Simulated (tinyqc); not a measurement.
## Gap and mass from two generation rates

Problem. In the two-band model the band-to-band tunnelling rate in a uniform field is G = A F^2 exp(-B/F), with B = pi sqrt(m/C) Eg^1.5/4 (V/nm), A = 1e21 (2 q/h) m Eg/(16 pi C B) for G in cm^-3 s^-1 and F in V/nm, C = hbar^2/(2 m0). Find B, A, Eg and m.

Constants: q = 1.602176634e-19 C, hbar = 1.054571817e-34 J s, h = 6.62607015e-34 J s, m0 = 9.1093837015e-31 kg, hbar^2/(2 m0) = 0.0380998212 eV nm^2. Results are converted to the units shown.

G at F = 0.079 and 0.15 V/nm (cm^-3 s^-1): 4.4819783e21  1.2819170e27

Answer. The slope of ln(G/F^2) against 1/F is -B and the intercept gives A. The product A B fixes m Eg, and B = (pi/4) Eg sqrt(m Eg/C) then gives Eg.

B = 1.883 V/nm
A = 1.611e34 cm^-3 s^-1 (V/nm)^-2
Eg = 1.350 eV
m = 0.08900 m0

Numbers from tinyqc (`OMP_NUM_THREADS=1 python tinyqc.py 2620103 2620104 out.jsonl`; about 0.02 s on one thread of a shared Intel Xeon 2.30GHz).
